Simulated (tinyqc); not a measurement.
Worked calculation: thermal boundary conductance by the acoustic and diffuse mismatch models. Computed by tinyqc, a small Python program that keeps every step. Command: `OMP_NUM_THREADS=1 python tinyqc.py 3010474 3010475 out.jsonl kapitza walk`. One thread of a shared host (Intel(R) Xeon(R) Processor @ 2.30GHz), about 0.01 s of CPU time with the checks. Intermediate numbers are printed to about 7 digits and carried at full precision; extremes and crossings named in words are read from the listed rows.

Each side has one longitudinal and two transverse Debye branches, omega = v q up to q_D = (6 pi^2 n)^(1/3), with n counting all atoms. Scattering at the interface is elastic. Electrons are left out of G, also for metals. Melting is ignored. G refers to the temperatures of the phonons sent towards the interface. Linear branches over all atoms overstate G at high T, most for crystals with several atoms a cell.

Inputs (values chosen for the exercise, modelled on diamond (side 1) and tungsten (side 2)): density rho_1 = 3.45 g/cm^3; longitudinal velocity vL_1 = 17200 m/s; transverse velocity vT_1 = 12800 m/s; atom density n_1 = 173 1/nm^3; conductivity kappa_1 = 2150 W/(m K); density rho_2 = 19.1 g/cm^3; longitudinal velocity vL_2 = 5160 m/s; transverse velocity vT_2 = 2860 m/s; atom density n_2 = 61.4 1/nm^3; conductivity kappa_2 = 165 W/(m K); temperature T = 300 K; thickness d_1 = 480 nm; thickness d_2 = 4100 nm; heat flux J = 7.7 kW/cm^2.

Structure: film on a substrate.

Constants: hbar = 1.054571817e-34 J s; k_B = 1.380649e-23 J/K.

## Cut-off frequencies and impedances

omega_c = v q_D for each branch, given as hbar omega_c/k_B; impedance Z = rho v.

Branches:
```
branch     v (m/s)  cut-off (K)  Z (1e6 kg/(m^2 s))
L, side 1    17200     2853.341              59.340
T, side 1    12800     2123.417              44.160
L, side 2     5160      606.060              98.556
T, side 2     2860      335.917              54.626
```

## Acoustic mismatch: transmission of each branch

No mode conversion. t(theta) = 4 Z_1 Z_2 cos(theta_1) cos(theta_2)/N^2, with N = Z_2 cos(theta_1) + Z_1 cos(theta_2) for L (the form for pressure waves) and N = Z_1 cos(theta_1) + Z_2 cos(theta_2) for both T branches (the form for shear waves polarised along the interface); sin(theta_2) = (v_2/v_1) sin(theta_1), and t = 0 beyond the critical angle arcsin(v_1/v_2); the mean over the incoming flux is alpha = 2 int t sin(theta_1) cos(theta_1) d theta_1 (64 Gauss-Legendre points).

Transmission:
```
branch  t at normal incidence  largest angle from side 1 (deg)  alpha, 1 to 2  alpha, 2 to 1
L                   0.9383143                               90      0.9521437     0.08569293
T                   0.9887754                               90      0.8673080     0.04329976
```

For L waves from side 1 no critical angle exists, and the mean 0.95 stays near the normal-incidence 0.94. For T waves from side 1 no critical angle exists; the mean is 0.87 against 0.99 at normal incidence.

## Diffuse mismatch: transmission at low frequency

A phonon forgets its side and branch: alpha(1 to 2) = S_2/(S_1 + S_2), S_i = 1/vL_i^2 + 2/vT_i^2.

S_1 = 1.558724e-08 s^2/m^2

S_2 = 2.820686e-07 s^2/m^2

diffuse alpha, 1 to 2 = 0.9476334

## Boundary conductance

G = (k_B^4 T^3/(8 pi^2 hbar^3)) int W(x) x^4 e^x/(e^x - 1)^2 dx, x = hbar omega/(k_B T). Acoustic mismatch: W = sum over the three branches of alpha(1 to 2)/v_1^2, each up to the lower of its two cut-offs. Diffuse mismatch: W = S_1 S_2/(S_1 + S_2), where S_i sums 1/v^2 over the branches of side i still below their cut-off. Radiation limit: W = min(S_1, S_2). The integral is split at the four cut-offs (64 Gauss-Legendre points a piece, x at most 45). Boundary resistance R = 1/G and Kapitza length kappa_2/G use the diffuse value.

G, acoustic mismatch = 126.4015 MW/(m^2 K)

G, diffuse mismatch = 281.2525 MW/(m^2 K)

G, radiation limit = 373.2123 MW/(m^2 K)

boundary resistance R = 3.555525 m^2 K/GW

Kapitza length in side 2 = 586.6616 nm

The diffuse value is 2.23 times the acoustic one and 75 % of the radiation limit. Diffuse scattering raises G here: it ignores the impedance mismatch and lets phonons change direction and branch. Caution: at this temperature short waves carry the heat; linear branches up to q_D overstate their velocity, and inelastic processes, left out here, grow with T.

## Conductance against temperature

The formulas are those given above.

G (MW/(m^2 K)):
```
T (K)  acoustic mismatch  diffuse mismatch  radiation limit
2            0.001125723       0.001204433      0.001270990
5             0.01758942        0.01881926       0.01985922
10             0.1407154         0.1505541        0.1588738
20              1.125550          1.204372         1.270990
40              8.500082          9.451538         10.16074
80              39.70528          59.58076         71.82236
150             87.94493          174.0955         225.5859
300             126.4015          281.2525         373.2123
600             140.7744          323.2815         431.5122
1000            144.2060          333.4358         445.6205
```

All three follow T^3 at the cold end (exponent 3.00 for the diffuse model) and flatten at high T (exponent 0.06 at the hot end); the lowest cut-off is 336 K. The ratio of diffuse to acoustic goes from 1.07 to 2.31. The plateau is set by the frequencies that both sides share.

## Temperature rise through the stack

In series: Delta T = J (d_1/kappa_1 + R + d_2/kappa_2), with bulk conductivities in the layers and one-dimensional flow.

temperature drops (K): film 0.01719070, interface 0.2737754, substrate 1.913333

total rise Delta T = 2.204299 K

interface share of film plus interface = 0.9409186

The substrate takes the largest drop, 87 % of the total. Caution: R from emitted-phonon temperatures is too large for use in series with Fourier layers, by up to a factor of about 2.

Checks made by the program: detailed balance alpha_12/v_1^2 = alpha_21/v_2^2 (relative difference below 1e-10); low-temperature limit G = pi^2 k_B^4 T^3 alpha S_1/(30 hbar^3) (relative difference below 1e-10).
